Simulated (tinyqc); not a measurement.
# Reverse leakage of an n+-p junction: diffusion, generation, trap-assisted and band-to-band tunnelling: leakage components against the acceptor density of the lighter side

One-sided abrupt junction in the depletion approximation, x from the junction (0) to W on the p side, field F = F0 (1 - x/W). Flat quasi-Fermi levels, long p side. Traps generate through SRH with both lifetimes shortened by 1 + Gamma (Hurkx enhancement, form for moderate fields); band-to-band generation is local and needs a total bending above Eg.

ni = sqrt(Nc Nv) exp(-Eg/(2 Vt)), Eg in volts; Vbi = Vt ln(Na Nd/ni^2); W = sqrt(2 eps0 eps_r (Vbi + VR)/(q Na)); F0 = 2 (Vbi + VR)/W; FG = sqrt(24 mt m0 (kB T)^3)/(q hbar); J_diff = q ni^2 sqrt(Dn/tau)(1 - exp(-VR/Vt))/Na. u = (Vbi + VR)(1 - x/W)^2, p = Na exp(-u/Vt), n = Nd exp((u - Vbi - VR)/Vt); G0 = ni^2 (1 - exp(-VR/Vt))/(tau (n + p + 2 ni cosh(Et/Vt))); Gamma = 2 sqrt(3 pi)(F/FG) exp((F/FG)^2); trap-assisted part G0 Gamma; G_bb = Ab F^2.5 exp(-Bb/F) with F in V/cm, zero unless Vbi + VR > Eg, and counted as zero under 1 cm^-3 s^-1. Currents are q times the integrals over 0 to W; J_bb under 1e-8 of J is printed as 0; rows with F0/FG above 2.2, beyond the range of this Gamma, are left out.

Parameters, values chosen for the exercise; band and dielectric values close to those of silicon:
- T = 350 K (temperature)
- Eg = 1.1 eV (band gap)
- eps_r = 11.8 (relative permittivity)
- Nc = 3.59e19 cm^-3 (conduction-band density of states at T)
- Nv = 3.35e19 cm^-3 (valence-band density of states at T)
- Nd = 1e20 cm^-3 (donor density of the heavier side)
- tau = 5e-8 s (SRH lifetime of both carriers at zero field)
- Et = 0 eV (trap level above the intrinsic level)
- mt = 0.27 m0 (tunnelling mass)
- Dn = 3.7 cm^2/s (electron diffusion coefficient on the lighter side)
- Ab = 7.6e14 cm^-0.5 V^-2.5 s^-1 (band-to-band prefactor)
- Bb = 1.83e7 V/cm (band-to-band field constant)
- VR = 1.1 V (reverse bias)

Constants: q = 1.602176634e-19 C, kB = 1.380649e-23 J/K, hbar = 1.054571817e-34 J s, m0 = 9.1093837015e-31 kg, Vt = kB T/q, eps0 = 8.8541878128e-14 F/cm where lengths are in cm. Results are converted to the units shown.

Leakage components against the acceptor density of the lighter side:

| Na (cm^-3) | F0 (kV/cm) | F0/FG | J_diff (A/cm^2) | J_SRH (A/cm^2) | J_TAT (A/cm^2) | J_bb (A/cm^2) | J (A/cm^2) | largest part |
|---|---|---|---|---|---|---|---|---|
| 1e16 | 78.0 | 0.162 | 2.40e-8 | 1.60e-5 | 9.81e-6 | 0 | 2.59e-5 | SRH generation |
| 2.4e16 | 122 | 0.252 | 1.00e-8 | 1.01e-5 | 9.98e-6 | 0 | 2.01e-5 | SRH generation |
| 5.6e16 | 187 | 0.387 | 4.29e-9 | 6.51e-6 | 1.04e-5 | 0 | 1.69e-5 | trap-assisted tunnelling |
| 1.3e17 | 287 | 0.594 | 1.85e-9 | 4.20e-6 | 1.14e-5 | 0 | 1.56e-5 | trap-assisted tunnelling |
| 3.2e17 | 453 | 0.938 | 7.50e-10 | 2.63e-6 | 1.47e-5 | 0 | 1.73e-5 | trap-assisted tunnelling |
| 7.5e17 | 698 | 1.44 | 3.20e-10 | 1.69e-6 | 2.70e-5 | 3.99e-8 | 2.87e-5 | trap-assisted tunnelling |

J goes from 2.59e-5 through a minimum of 1.56e-5 (at Na = 1.3e17 among the rows listed) to 2.87e-5 A/cm^2. SRH generation leads at Na = 1e16, trap-assisted tunnelling from 5.6e16 on. The ratio J_TAT/J_SRH goes from 0.612 to 16.0 as F0/FG goes from 0.162 to 1.44.

Range of the model: The n+ side is degenerate, so Vbi from Boltzmann statistics is only a guide.

Numbers from tinyqc (`OMP_NUM_THREADS=1 python tinyqc.py 2290122 2290123 out.jsonl`; about 0.01 s on one thread of a shared Intel Xeon 2.30GHz).
